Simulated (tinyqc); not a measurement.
## A barrier in a uniform field, exact transmission by Airy functions: staircase approximation against the exact result

The left lead has its band edge at 0, the barrier edge falls as U(x) = U0 - F x with F = V/d for 0 < x < d, and the right lead has its edge at -V. No transverse momentum; C = hbar^2/(2 m0); psi and psi'/m are continuous. M carries (psi, psi'/m) across the barrier.

For the pair (psi, psi'/m) a flat layer has M = [[cos kd, (m/k) sin kd], [-(k/m) sin kd, cos kd]] with k = sqrt(m (E - U)/C) above its edge U, and M = [[cosh Kd, (m/K) sinh Kd], [(K/m) sinh Kd, cosh Kd]] with K = sqrt(m (U - E)/C) below it. The sloping barrier is cut into n slices of width d/n, each flat at U(x) of its centre, later slices to the left in the product. With M acting on (psi, psi'/m) and v = k/m in each lead, T(E) = 4 vL vR/[(vL vR M12 - M21)^2 + (vR M11 + vL M22)^2]. The error is against the Airy result: Energy scale e = (C F^2/m1)^(1/3), z(x) = (U(x) - E)/e, s = (dz/dx)/m1 = -F/(e m1); v = k/m in a lead. With a = Ai, a' = Ai', b = Bi, b' = Bi' at z1 (left edge) and z2 (right edge): M11 = pi (a2 b1' - b2 a1'), M12 = (pi/s)(b2 a1 - a2 b1), M21 = pi s (a2' b1' - b2' a1'), M22 = pi (b2' a1 - a2' b1).

Parameters, values chosen for the exercise; U0 - E and the mass are of the order of those of zirconium oxide on silicon:
- mL = 0.41 m0 (mass in the left lead)
- U0 = 2.35 eV (barrier edge at x = 0)
- m1 = 0.25 m0 (mass in the barrier)
- E = 0.97 eV (electron energy)
- d = 2.5 nm (barrier width)
- V = 2.9 V (voltage across the barrier)
- mR = 0.41 m0 (mass in the right lead)

Constants: q = 1.602176634e-19 C, hbar = 1.054571817e-34 J s, m0 = 9.1093837015e-31 kg, hbar^2/(2 m0) = 0.0380998212 eV nm^2. Results are converted to the units shown.

Result of one run:
```
T(E)     error (%)
0.01938      0.419
```

Which number of slices n gave this result: 1, 4, 16 or 64?

n = 16.

The whole series:
```
n       T(E)  error (%)
1     0.2137       1010
2    0.02476       28.3
4    0.02022       4.79
8    0.01961       1.61
16   0.01938      0.419
32   0.01932      0.106
64   0.01930     0.0265
128  0.01930    6.63e-3
```

The exact value is 0.019296. One slice is off by 1000 % and 128 slices by 0.0066 %; the last doubling cuts the error by a factor of 4.0, as expected of a second-order rule. The error stays below 1 % from n = 16 on.

Range of the model: Masses are held fixed, although real bands cease to be parabolic a few tenths of an eV from their edges.

tinyqc, about 0.01 s, one thread, Intel Xeon 2.30GHz (shared host): `OMP_NUM_THREADS=1 python tinyqc.py 2580021 2580022 out.jsonl`
